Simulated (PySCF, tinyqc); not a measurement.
A ladder of methods, and size consistency: correlation methods against full CI in the sto-6g basis, for H6, spin multiplicity 1. Computed by the program tinyqc with PySCF. 

Geometry (angstrom):

| atom | x | y | z |
|---|---|---|---|
| H | 0.0000 | 0.0000 | 0.0000 |
| H | 0.0000 | 0.0000 | 1.0710 |
| H | 0.0000 | 0.0000 | 2.2070 |
| H | 0.0000 | 0.0000 | 3.2780 |
| H | 0.0000 | 0.0000 | 4.4130 |
| H | 0.0000 | 0.0000 | 5.4840 |

RHF energy of one = -3.125139 hartree

All electrons correlated; +Q is the Davidson correction (1 - c0^2) E_corr. The last columns treat two copies 100 angstrom apart as one system. FCI is the lowest singlet.

Correlation energies (hartree):

| method | E_corr of one | share of FCI (%) | E_corr of two at 100 angstrom | two minus twice one (mhartree) |
|---|---|---|---|---|
| MP2 | -0.06937 | 60.189 | -0.13874 | 0.000 |
| CISD | -0.10832 | 93.990 | -0.19844 | 18.205 |
| CISD+Q | -0.11927 | 103.483 | -0.22900 | 9.527 |
| CCSD | -0.11480 | 99.611 | -0.22961 | 0.000 |
| CCSD(T) | -0.11528 | 100.027 | -0.23056 | 0.000 |
| FCI | -0.11525 | 100.000 | - | - |

MP2 recovers 60 %, CISD 94.0 % and CCSD 99.6 % of the FCI value (c0^2 = 0.899 in CISD). MP2 and coupled cluster are size consistent, so their last column vanishes; CISD loses 18.20 mhartree, since a double excitation on each copy is a quadruple of the pair, and the Davidson correction leaves +9.53. The restricted reference is unstable here: a spin-polarised solution lies 0.0048 hartree lower (PySCF), so results built on it describe a poor reference.
